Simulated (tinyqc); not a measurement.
Expansion against temperature: quasi-harmonic thermal expansion with mode Grueneisen parameters. Computed by tinyqc, a small Python program. Command: `OMP_NUM_THREADS=1 python tinyqc.py 3002633 3002634 out.jsonl qha walk`. One thread of a shared host (Intel(R) Xeon(R) Processor @ 2.30GHz), about 0.02 s of CPU time with the checks.

A crystal with two atoms a cell; per atom there are 1 transverse acoustic (TA), 1/2 longitudinal acoustic (LA) and 3/2 optical (O) modes. Every frequency of group i scales as nu_i (V/V0)^(-gamma_i). Each group has one frequency. Static energy: E = (9 V0 B0/16) [y^3 B' + y^2 (2 - 4 y)], y = (V0/V)^(2/3) - 1, with pressure P_s = (3 B0/2) (z^7 - z^5) [1 + (3/4)(B' - 4)(z^2 - 1)], z = (V0/V)^(1/3).

Inputs (values chosen for the exercise, for a model crystal):
```
quantity                       value             unit
static volume V0                19.1  angstrom^3/atom
static bulk modulus B0          63.7              GPa
static B'                       4.44                -
frequency nu_TA                 2.07              THz
frequency nu_LA                 3.34              THz
frequency nu_O                   5.9              THz
Grueneisen parameter gamma_TA    1.2                -
Grueneisen parameter gamma_LA   0.82                -
Grueneisen parameter gamma_O     0.9                -
```

Acoustic groups: Einstein.

Constants: h x 1 THz = 4.135667696 meV; k_B = 8.617333262e-05 eV/K; 1 eV/angstrom^3 = 160.2176634 GPa.

Method:
- For a mode with x = h nu/(k_B T), n = 1/(exp(x) - 1): U = h nu (n + 1/2), C/k_B = x^2 n (n + 1); U_i and C_i sum these over group i with its weight per atom.
- Phonon pressure P_ph = sum_i gamma_i U_i/V.
- B_T = -V d(P_s + P_ph)/dV at fixed T (central difference, step 1e-4 V); alpha_V = sum gamma_i C_i k_B/(B_T V), all at V(T); the linear coefficient is alpha_L = alpha_V/3.
- V(T) solves P_s + P_ph = 0. The Grueneisen estimate uses C_i, V0 and B0 at the static volume; gamma_th = sum gamma_i C_i / sum C_i is taken at V(T).

Quasi-harmonic results:
```
T (K)  V/V0 - 1 (%)  B_T (GPa)  alpha_L (ppm/K)  alpha_L, Grueneisen estimate  gamma_th
20           0.3236     63.187            0.838                         0.824    1.1777
40           0.3369     63.142            3.502                         3.467    1.1072
70           0.3828     63.013            6.448                         6.383    1.0403
100          0.4500     62.841            8.258                         8.165    1.0145
150          0.5874     62.515            9.754                         9.614    0.9993
220          0.8040     62.029           10.609                        10.403    0.9926
300          1.0669     61.459           11.039                        10.756    0.9898
450          1.5801     60.378           11.427                        10.997    0.9881
700          2.4695     58.572           11.798                        11.113    0.9872
1000         3.5806     56.413           12.164                        11.155    0.9869
```

What does the comparison show, and why?

alpha_L is positive throughout. gamma_th moves from 1.18, near gamma_TA = 1.2, to 0.99, near the average over all modes, 0.99, as the stiffer groups take up their share of C. B_T changes by -10.7 % over the table, and at the highest T the estimate at fixed V0 and B0 is off by -8.3 %.

Extremes, crossings and ranges named in words are read from the listed rows.
